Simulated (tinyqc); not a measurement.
Electromigration in a confined line: Blech product, Korhonen stress evolution and Black's law: one step, computed by the program tinyqc.

The electron wind pushes atoms from the cathode (x = 0) to the anode (x = L); blocking ends build a back stress (tension positive). The input rho is taken not to change with temperature. d sigma/dt = d/dx [kappa (d sigma/dx + G)], with zero flux at both ends and sigma = sigma_0 at t = 0.

Task: Extrapolation by Black's law. Median life t50 = A j^(-n) exp(E/(k_B T)); acceleration factor = t50(use)/t50(test) = (j/j_u)^n exp[(E/k_B)(1/T_u - 1/T)]. Temperatures in kelvin are T(C) + 273.15.

Inputs (values chosen for the exercise, close to those used for cobalt lines):

| quantity | value | unit |
|---|---|---|
| activation energy E | 1.35 | eV |
| current density j | 2.4 | MA/cm^2 |
| line length L | 22 | um |
| test temperature T | 230 | C |
| use temperature T_u | 105 | C |
| use current density j_u | 0.82 | MA/cm^2 |
| current exponent n | 2 | - |

Start: thermal stress.

Constants: k_B = 8.617333262e-05 eV/K.

Give: current factor; temperature factor; acceleration factor.

Result:

current factor = 8.566

temperature factor = 29502

acceleration factor = 2.527e+05

Caution: j_u L lies below the critical product, so the acceleration factor is formal: at use the line would not void.
